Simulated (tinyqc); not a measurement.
Worked calculation: RHF in the sto-3g basis, for H4, spin multiplicity 1. Computed by tinyqc, a small Python program that keeps every step (integrals from PySCF). Settings: charge = 0, multiplicity = 1, basis = sto-3g, energy threshold = 1e-10, iteration cap = 56, orthogonalisation = canonical, start = random, DIIS depth = 3, method = RHF. Command: `OMP_NUM_THREADS=1 python tinyqc.py 29413 29414 out.jsonl` (the two numbers bound the seeds that draw the settings). One thread of a shared host (Intel(R) Xeon(R) Processor @ 2.60GHz), about 0.04 s of CPU time with the checks. Later iterations appear only in the table of the cycle.

## One-electron integrals

Geometry (angstrom):
```
atom         x         y         z
H     0.000000  0.000000  0.000000
H     0.000000  0.000000  1.040000
H     0.000000  2.370000  0.000000
H     0.000000  2.370000  1.040000
```

Basis sto-3g: exponents (1/bohr^2) and contraction coefficients of normalised primitives:
```
element  l (shell)  exponent  coefficient
H            s (1)  3.425251     0.154329
H            s (1)  0.623914     0.535328
H            s (1)  0.168855     0.444635
```

Overlap, kinetic and nuclear-attraction integrals over the contracted functions; the nuclear repulsion is the sum of Za Zb / Rab.

nuclear repulsion = 1.87313529 hartree

overlap S, order 1H 1s, 2H 1s, 3H 1s, 4H 1s:
$$\begin{pmatrix}
1.000000 & 0.473231 & 0.062940 & 0.041893 \\
0.473231 & 1.000000 & 0.041893 & 0.062940 \\
0.062940 & 0.041893 & 1.000000 & 0.473231 \\
0.041893 & 0.062940 & 0.473231 & 1.000000
\end{pmatrix}$$

kinetic energy T (hartree), order 1H 1s, 2H 1s, 3H 1s, 4H 1s:
$$\begin{pmatrix}
0.760032 & 0.097138 & -0.011276 & -0.010079 \\
0.097138 & 0.760032 & -0.010079 & -0.011276 \\
-0.011276 & -0.010079 & 0.760032 & 0.097138 \\
-0.010079 & -0.011276 & 0.097138 & 0.760032
\end{pmatrix}$$

nuclear attraction V (hartree), order 1H 1s, 2H 1s, 3H 1s, 4H 1s:
$$\begin{pmatrix}
-2.149807 & -0.948606 & -0.103742 & -0.070964 \\
-0.948606 & -2.149807 & -0.070964 & -0.103742 \\
-0.103742 & -0.070964 & -2.149807 & -0.948606 \\
-0.070964 & -0.103742 & -0.948606 & -2.149807
\end{pmatrix}$$

core Hamiltonian H = T + V (hartree), order 1H 1s, 2H 1s, 3H 1s, 4H 1s:
$$\begin{pmatrix}
-1.389775 & -0.851469 & -0.115018 & -0.081044 \\
-0.851469 & -1.389775 & -0.081044 & -0.115018 \\
-0.115018 & -0.081044 & -1.389775 & -0.851469 \\
-0.081044 & -0.115018 & -0.851469 & -1.389775
\end{pmatrix}$$

## Two-electron integrals

Functions are numbered as in S; the eight-fold symmetry (ij|kl) = (ji|kl) = (kl|ij) leaves the list below.

Two-electron integrals (ij|kl) in chemists' order, unique and non-zero (hartree):
```
(11|11) 0.774606   (21|11) 0.291215   (21|21) 0.141984   (22|11) 0.465207
(22|21) 0.291215   (22|22) 0.774606   (31|11) 0.026773   (31|21) 0.011416
(31|22) 0.020736   (31|31) 0.001938   (32|11) 0.015766   (32|21) 0.007923
(32|22) 0.016815   (32|31) 0.001191   (32|32) 0.000838   (33|11) 0.223101
(33|21) 0.102721   (33|22) 0.204394   (33|31) 0.026773   (33|32) 0.016815
(33|33) 0.774606   (41|11) 0.016815   (41|21) 0.007923   (41|22) 0.015766
(41|31) 0.001191   (41|32) 0.000827   (41|33) 0.015766   (41|41) 0.000838
(42|11) 0.020736   (42|21) 0.011416   (42|22) 0.026773   (42|31) 0.001509
(42|32) 0.001191   (42|33) 0.020736   (42|41) 0.001191   (42|42) 0.001938
(43|11) 0.102721   (43|21) 0.049474   (43|22) 0.102721   (43|31) 0.011416
(43|32) 0.007923   (43|33) 0.291215   (43|41) 0.007923   (43|42) 0.011416
(43|43) 0.141984   (44|11) 0.204394   (44|21) 0.102721   (44|22) 0.223101
(44|31) 0.020736   (44|32) 0.015766   (44|33) 0.465207   (44|41) 0.016815
(44|42) 0.026773   (44|43) 0.291215   (44|44) 0.774606
```

## Orthogonalisation

S = U s U^T; canonical form X = U s^(-1/2), so that X^T S X = 1. Each column of U has its largest component positive (the first on a tie).

eigenvalues of S: [0.505722, 0.547816, 1.368399, 1.578063]

X, order 1H 1s, 2H 1s, 3H 1s, 4H 1s:
$$\begin{pmatrix}
0.703095 & 0.675543 & 0.427429 & 0.398023 \\
-0.703095 & -0.675543 & 0.427429 & 0.398023 \\
-0.703095 & 0.675543 & -0.427429 & 0.398023 \\
0.703095 & -0.675543 & -0.427429 & 0.398023
\end{pmatrix}$$

## Starting guess

The start is random orthonormal orbitals; D = 2 C_occ C_occ^T.

D at the start, order 1H 1s, 2H 1s, 3H 1s, 4H 1s:
$$\begin{pmatrix}
0.588531 & -0.519651 & -0.989323 & 0.117946 \\
-0.519651 & 2.047227 & 0.105398 & 0.644608 \\
-0.989323 & 0.105398 & 2.034522 & -0.560359 \\
0.117946 & 0.644608 & -0.560359 & 0.376589
\end{pmatrix}$$

## Iteration 1: building the Fock matrix

J_ij = sum D_kl (ij|kl), K_ij = sum D_kl (ik|jl); F = H + J - 0.5 K; E = tr D H + tr D J / 2 - 0.25 tr D K + E_nn.

Coulomb J (hartree), order 1H 1s, 2H 1s, 3H 1s, 4H 1s:
$$\begin{pmatrix}
1.502406 & 0.807901 & 0.094470 & 0.063019 \\
0.807901 & 1.942414 & 0.066286 & 0.094670 \\
0.094470 & 0.066286 & 1.848781 & 0.758025 \\
0.063019 & 0.094670 & 0.758025 & 1.382862
\end{pmatrix}$$

exchange K (hartree), order 1H 1s, 2H 1s, 3H 1s, 4H 1s:
$$\begin{pmatrix}
0.410430 & 0.450638 & -0.106929 & 0.025634 \\
0.450638 & 1.392872 & 0.040523 & 0.174825 \\
-0.106929 & 0.040523 & 1.268149 & 0.360863 \\
0.025634 & 0.174825 & 0.360863 & 0.282644
\end{pmatrix}$$

Fock matrix F (hartree), order 1H 1s, 2H 1s, 3H 1s, 4H 1s:
$$\begin{pmatrix}
-0.092584 & -0.268887 & 0.032916 & -0.030841 \\
-0.268887 & -0.143798 & -0.035020 & -0.107760 \\
0.032916 & -0.035020 & -0.175069 & -0.273875 \\
-0.030841 & -0.107760 & -0.273875 & -0.148235
\end{pmatrix}$$

total energy of this density = -0.88932899 hartree

## Iteration 1: diagonalisation and new density

Diagonalise F' = X^T F X, C = X C', fill 2 alpha and 2 beta electrons from the bottom; D = 2 C_occ C_occ^T. Each column has its largest component positive (the first on a tie).

F' = X^T F X (hartree):
$$\begin{pmatrix}
0.268826 & 0.036546 & -0.077226 & 0.024180 \\
0.036546 & 0.231771 & 0.020123 & 0.082206 \\
-0.077226 & 0.020123 & -0.249160 & 0.016485 \\
0.024180 & 0.082206 & 0.016485 & -0.305219
\end{pmatrix}$$

orbital energies (hartree): MO1 -0.322161, MO2 -0.257774, MO3 0.223029, MO4 0.303125

coefficients C, order 1H 1s, 2H 1s, 3H 1s, 4H 1s:
$$\begin{pmatrix}
0.143389 & 0.539866 & -0.299602 & -0.943420 \\
0.407117 & 0.471866 & 0.105156 & 0.944647 \\
0.444986 & -0.467496 & -0.921958 & 0.158890 \\
0.529726 & -0.155142 & 0.940141 & -0.321362
\end{pmatrix}$$

D after iteration 1, order 1H 1s, 2H 1s, 3H 1s, 4H 1s:
$$\begin{pmatrix}
0.624031 & 0.626241 & -0.377158 & -0.015598 \\
0.626241 & 0.776804 & -0.078868 & 0.284909 \\
-0.377158 & -0.078868 & 0.833130 & 0.616498 \\
-0.015598 & 0.284909 & 0.616498 & 0.609357
\end{pmatrix}$$

## Iteration 2: building the Fock matrix

As before.

Coulomb J (hartree), order 1H 1s, 2H 1s, 3H 1s, 4H 1s:
$$\begin{pmatrix}
1.635178 & 0.791349 & 0.095303 & 0.065438 \\
0.791349 & 1.686122 & 0.065832 & 0.095443 \\
0.095303 & 0.065832 & 1.703019 & 0.797397 \\
0.065438 & 0.095443 & 0.797397 & 1.644769
\end{pmatrix}$$

exchange K (hartree), order 1H 1s, 2H 1s, 3H 1s, 4H 1s:
$$\begin{pmatrix}
0.944001 & 0.786136 & 0.003416 & 0.057925 \\
0.786136 & 1.064680 & 0.050199 & 0.117766 \\
0.003416 & 0.050199 & 1.075597 & 0.792323 \\
0.057925 & 0.117766 & 0.792323 & 0.959844
\end{pmatrix}$$

Fock matrix F (hartree), order 1H 1s, 2H 1s, 3H 1s, 4H 1s:
$$\begin{pmatrix}
-0.226598 & -0.453188 & -0.021424 & -0.044568 \\
-0.453188 & -0.235993 & -0.040312 & -0.078459 \\
-0.021424 & -0.040312 & -0.224554 & -0.450233 \\
-0.044568 & -0.078459 & -0.450233 & -0.224928
\end{pmatrix}$$

total energy of this density = -2.03874616 hartree

## Iteration 2: DIIS over 2 matrices

error matrix X^T (FDS - SDF) X:
$$\begin{pmatrix}
0.000000 & 0.003242 & 0.197666 & -0.050115 \\
-0.003242 & 0.000000 & -0.082546 & -0.194228 \\
-0.197666 & 0.082546 & 0.000000 & 0.003357 \\
0.050115 & 0.194228 & -0.003357 & 0.000000
\end{pmatrix}$$

B (overlaps of the stored error matrices):
$$\begin{pmatrix}
1.1153110e+00 & 3.8028331e-01 \\
3.8028331e-01 & 1.7228734e-01
\end{pmatrix}$$

Minimise |sum c_i e_i|^2 with sum c_i = 1: solve [B -1; -1 0][c; lambda] = [0; -1] with B_ij = tr e_i^T e_j, and take F = sum c_i F_i.

DIIS coefficients: [-0.394656, 1.394656]

extrapolated F (hartree), order 1H 1s, 2H 1s, 3H 1s, 4H 1s:
$$\begin{pmatrix}
-0.279487 & -0.525923 & -0.042869 & -0.049986 \\
-0.525923 & -0.272379 & -0.042400 & -0.066894 \\
-0.042869 & -0.042400 & -0.244084 & -0.519833 \\
-0.049986 & -0.066894 & -0.519833 & -0.255195
\end{pmatrix}$$

## Iteration 2: diagonalisation and new density

As before.

F' = X^T F X (hartree):
$$\begin{pmatrix}
0.531480 & -0.019192 & -0.013237 & -0.009344 \\
-0.019192 & 0.458919 & -0.000880 & 0.013996 \\
-0.013237 & -0.000880 & -0.500285 & -0.011019 \\
-0.009344 & 0.013996 & -0.011019 & -0.561916
\end{pmatrix}$$

orbital energies (hartree): MO1 -0.564123, MO2 -0.498514, MO3 0.454300, MO4 0.536535

coefficients C, order 1H 1s, 2H 1s, 3H 1s, 4H 1s:
$$\begin{pmatrix}
0.463867 & -0.362869 & 0.828073 & 0.509183 \\
0.467203 & -0.342243 & -0.822910 & -0.528421 \\
0.302463 & 0.494887 & 0.491702 & -0.844778 \\
0.334620 & 0.484108 & -0.479055 & 0.846164
\end{pmatrix}$$

D after iteration 2, order 1H 1s, 2H 1s, 3H 1s, 4H 1s:
$$\begin{pmatrix}
0.693692 & 0.681818 & -0.078553 & -0.040897 \\
0.681818 & 0.670817 & -0.056120 & -0.018694 \\
-0.078553 & -0.056120 & 0.672794 & 0.681578 \\
-0.040897 & -0.018694 & 0.681578 & 0.692663
\end{pmatrix}$$

## Iteration 3: building the Fock matrix

As before.

Coulomb J (hartree), order 1H 1s, 2H 1s, 3H 1s, 4H 1s:
$$\begin{pmatrix}
1.670094 & 0.794925 & 0.095395 & 0.065707 \\
0.794925 & 1.664079 & 0.065662 & 0.095428 \\
0.095395 & 0.065662 & 1.664144 & 0.795060 \\
0.065707 & 0.095428 & 0.795060 & 1.670618
\end{pmatrix}$$

exchange K (hartree), order 1H 1s, 2H 1s, 3H 1s, 4H 1s:
$$\begin{pmatrix}
1.026044 & 0.809154 & 0.055750 & 0.056363 \\
0.809154 & 1.013687 & 0.053785 & 0.066153 \\
0.055750 & 0.053785 & 1.012677 & 0.809285 \\
0.056363 & 0.066153 & 0.809285 & 1.027643
\end{pmatrix}$$

Fock matrix F (hartree), order 1H 1s, 2H 1s, 3H 1s, 4H 1s:
$$\begin{pmatrix}
-0.232704 & -0.461121 & -0.047498 & -0.043519 \\
-0.461121 & -0.232540 & -0.042274 & -0.052666 \\
-0.047498 & -0.042274 & -0.231970 & -0.461052 \\
-0.043519 & -0.052666 & -0.461052 & -0.232978
\end{pmatrix}$$

total energy of this density = -2.10293184 hartree

## Iteration 3: DIIS over 3 matrices

error matrix X^T (FDS - SDF) X:
$$\begin{pmatrix}
0.000000 & -0.000050 & 0.017399 & 0.013724 \\
0.000050 & 0.000000 & 0.002999 & -0.018476 \\
-0.017399 & -0.002999 & 0.000000 & -0.000049 \\
-0.013724 & 0.018476 & 0.000049 & 0.000000
\end{pmatrix}$$

B (overlaps of the stored error matrices):
$$\begin{pmatrix}
1.1153110e+00 & 3.8028331e-01 & 1.2663597e-02 \\
3.8028331e-01 & 1.7228734e-01 & 1.2183888e-02 \\
1.2663597e-02 & 1.2183888e-02 & 1.6828386e-03
\end{pmatrix}$$

As before.

DIIS coefficients: [0.058894, -0.210781, 1.151887]

extrapolated F (hartree), order 1H 1s, 2H 1s, 3H 1s, 4H 1s:
$$\begin{pmatrix}
-0.225738 & -0.451472 & -0.048258 & -0.042551 \\
-0.451472 & -0.226586 & -0.042261 & -0.050475 \\
-0.048258 & -0.042261 & -0.230182 & -0.452308 \\
-0.042551 & -0.050475 & -0.452308 & -0.229684
\end{pmatrix}$$

## Iteration 3: diagonalisation and new density

As before.

F' = X^T F X (hartree):
$$\begin{pmatrix}
0.456384 & 0.002787 & -0.001227 & 0.000214 \\
0.002787 & 0.395903 & 0.000556 & 0.001286 \\
-0.001227 & 0.000556 & -0.429820 & 0.001568 \\
0.000214 & 0.001286 & 0.001568 & -0.489023
\end{pmatrix}$$

orbital energies (hartree): MO1 -0.489067, MO2 -0.429781, MO3 0.395777, MO4 0.456513

coefficients C, order 1H 1s, 2H 1s, 3H 1s, 4H 1s:
$$\begin{pmatrix}
0.385430 & 0.438289 & 0.643426 & -0.732917 \\
0.387730 & 0.437319 & -0.641642 & 0.733847 \\
0.408397 & -0.418209 & 0.707380 & 0.670630 \\
0.409976 & -0.415297 & -0.706867 & -0.672015
\end{pmatrix}$$

D after iteration 3, order 1H 1s, 2H 1s, 3H 1s, 4H 1s:
$$\begin{pmatrix}
0.681307 & 0.682229 & -0.051776 & -0.048007 \\
0.682229 & 0.683165 & -0.049087 & -0.045316 \\
-0.051776 & -0.049087 & 0.683374 & 0.682228 \\
-0.048007 & -0.045316 & 0.682228 & 0.681104
\end{pmatrix}$$

## Iteration 7 (converged): orbitals

converged F (hartree), order 1H 1s, 2H 1s, 3H 1s, 4H 1s:
$$\begin{pmatrix}
-0.232589 & -0.461170 & -0.050094 & -0.042907 \\
-0.461170 & -0.232589 & -0.042907 & -0.050094 \\
-0.050094 & -0.042907 & -0.232589 & -0.461170 \\
-0.042907 & -0.050094 & -0.461170 & -0.232589
\end{pmatrix}$$

As before.

F' = X^T F X (hartree):
$$\begin{pmatrix}
0.466201 & 0.000000 & 0.000000 & 0.000000 \\
0.000000 & 0.404140 & 0.000000 & 0.000000 \\
0.000000 & 0.000000 & -0.439023 & 0.000000 \\
0.000000 & 0.000000 & 0.000000 & -0.498561
\end{pmatrix}$$

orbital energies (hartree): MO1 -0.498561, MO2 -0.439023, MO3 0.404140, MO4 0.466201

coefficients C, order 1H 1s, 2H 1s, 3H 1s, 4H 1s:
$$\begin{pmatrix}
0.398023 & -0.427429 & 0.675543 & -0.703095 \\
0.398023 & -0.427429 & -0.675543 & 0.703095 \\
0.398023 & 0.427429 & 0.675543 & 0.703095 \\
0.398023 & 0.427429 & -0.675543 & -0.703095
\end{pmatrix}$$

D after iteration 7, order 1H 1s, 2H 1s, 3H 1s, 4H 1s:
$$\begin{pmatrix}
0.682235 & 0.682235 & -0.048546 & -0.048546 \\
0.682235 & 0.682235 & -0.048546 & -0.048546 \\
-0.048546 & -0.048546 & 0.682235 & 0.682235 \\
-0.048546 & -0.048546 & 0.682235 & 0.682235
\end{pmatrix}$$

## Convergence

Stop when the energy changes by less than 1e-10 hartree and every element of the error matrix X^T (F D S - S D F) X is below 3e-06.

Course of the cycle:
```
iteration  E (hartree)     change  largest element of the error matrix
1          -0.88932899          -                             4.45e-01
2          -2.03874616  -1.15e+00                             1.98e-01
3          -2.10293184  -6.42e-02                             1.85e-02
4          -2.10351452  -5.83e-04                             1.98e-03
5          -2.10352080  -6.28e-06                             3.36e-05
6          -2.10352080  -1.56e-09                             7.56e-06
7          -2.10352080  -7.63e-11                             3.37e-08
```

PySCF RHF in the same basis = -2.10352080 hartree

Converged in 7 iterations.

## Populations, bond orders and dipole

Mulliken: Z minus the diagonal of D S on the atom; Loewdin: the same with S^(1/2) D S^(1/2); Mayer order: 2 sum_s sum (D(s) S)_ij (D(s) S)_ji over the two atoms.

Charges (e):
```
atom   Mulliken    Loewdin
1H     4.13e-10   4.63e-10
2H    -4.13e-10  -4.63e-10
3H     1.76e-09   1.40e-09
4H    -1.76e-09  -1.40e-09
```

Mayer bond orders:
```
pair     order
2-1   1.000000
3-1          0
3-2          0
4-1          0
4-2          0
4-3   1.000000
```

dipole moment about the origin, x y z (debye): [0.000000, 0.000000, 0.000000]
